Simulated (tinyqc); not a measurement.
Gate sweep: ballistic transport through the one-dimensional subbands of a rectangular nanowire or nanosheet channel. Computed by tinyqc, a small Python program. Command: `OMP_NUM_THREADS=1 python tinyqc.py 3001241 3001242 out.jsonl wire walk`. One thread of a shared host (Intel(R) Xeon(R) Processor @ 2.30GHz), about 0.03 s of CPU time with the checks.

Hard walls, parabolic subbands, transport along x. Energies are counted from the bulk conduction band edge at the top of the barrier, which the gate pulls down by U; the source Fermi level lies at the bulk edge when U = 0.

Inputs (values chosen for the exercise, modelled on silicon):
```
quantity                      value  unit
light mass m_t                 0.19   m_0
heavy mass m_l                0.911   m_0
height a                        4.3    nm
width b                         5.9    nm
equivalent oxide thickness t    1.3    nm
drain voltage V_D              0.01     V
temperature T                   300     K
```

Valleys: silicon [100] wire.

Constants: hbar^2/(2 m_0) = 3.80998212 eV angstrom^2; k_B = 8.617333262e-05 eV/K; m_0 = 9.1093837015e-31 kg; k_B = 1.380649e-23 J/K; hbar = 1.054571817e-34 J s; eps_0 = 8.8541878128e-12 F/m; e = 1.602176634e-19 C; h = 6.62607015e-34 J s.

Method:
- E_pq = (hbar^2 pi^2/2)(p^2/(m_y b^2) + q^2/(m_z a^2)); valley pairs: (m_x, m_y, m_z) = (m_t, m_t, m_l), (m_t, m_l, m_t), (m_l, m_t, m_t), each with degeneracy g = 2; the 10 lowest subbands are kept.
- F_j(eta) = (1/Gamma(j + 1)) int_0^infinity x^j/(1 + exp(x - eta)) dx, F_0 = ln(1 + exp(eta)). Integrals over x = E/(k_B T) use 160 Gauss-Legendre points in u = sqrt(x) from 0 to sqrt(max(eta, 0) + 32).
- With degeneracy g = 2, eta_i = (U - E_i)/(k_B T) and u = e V_D/(k_B T): line density n = sum_i g sqrt(2 m_x k_B T/pi)/(2 hbar) [F_-1/2(eta_i) + F_-1/2(eta_i - u)]; gate: e n = C_ox (V_G - U/e), C_ox = 3.9 eps_0 2 (a + b)/t (flat-plate estimate); I = (2 e k_B T/h) sum_i g [F_0(eta_i) - F_0(eta_i - u)].
- Open modes are sum_i g/(1 + exp(-eta_i)). The last column is e dn/dV_G over C_ox, taken up to the next row.

Subbands:
```
valley axis  p  q  E (meV)  m_x (m_0)
z            1  1   79.178      0.190
y            1  1  118.894      0.190
z            1  2  146.150      0.190
y            2  1  154.467      0.190
x            1  1  163.891      0.911
y            3  1  213.756      0.190
z            2  1  249.742      0.190
z            1  3  257.768      0.190
y            4  1  296.760      0.190
z            2  2  316.713      0.190
```

Against the gate voltage:
```
V_G (V)    U (meV)    n (1/nm)  I (microampere)  open modes    C_g/C_ox
-2.20e-01  -220.00  4.5988e-06       1.6830e-05  2.6193e-05  6.3538e-04
-1.20e-01  -120.06  2.1949e-04       8.0319e-04  1.2499e-03  4.3509e-02
-8.20e-04    -6.07  1.7757e-02       6.4552e-02  1.0003e-01  4.6321e-01
1.30e-01     64.15  2.2271e-01       7.5274e-01  1.1220e+00  7.4739e-01
2.30e-01     89.41  4.7548e-01       1.4893e+00  2.1602e+00  8.3005e-01
3.60e-01    111.51  8.4043e-01       2.4175e+00  3.4361e+00  8.7365e-01
5.00e-01    129.20  1.2541e+00       3.3507e+00  4.6987e+00  8.9884e-01
6.60e-01    145.38  1.7405e+00       4.3293e+00  5.9973e+00  9.1430e-01
8.30e-01    159.95  2.2662e+00       5.2633e+00  7.2080e+00  9.2327e-01
1.00e+00    173.00  2.7970e+00       6.0919e+00  8.2609e+00           -
```

Between the first two rows the current rises one decade per 60 mV, against the limit ln(10) k_B T/e = 60 mV. Above threshold C_g/C_ox lies between 0.75 and 0.92: the quantum capacitance in series costs a visible part.

Extremes, crossings and ranges named in words are read from the listed rows.
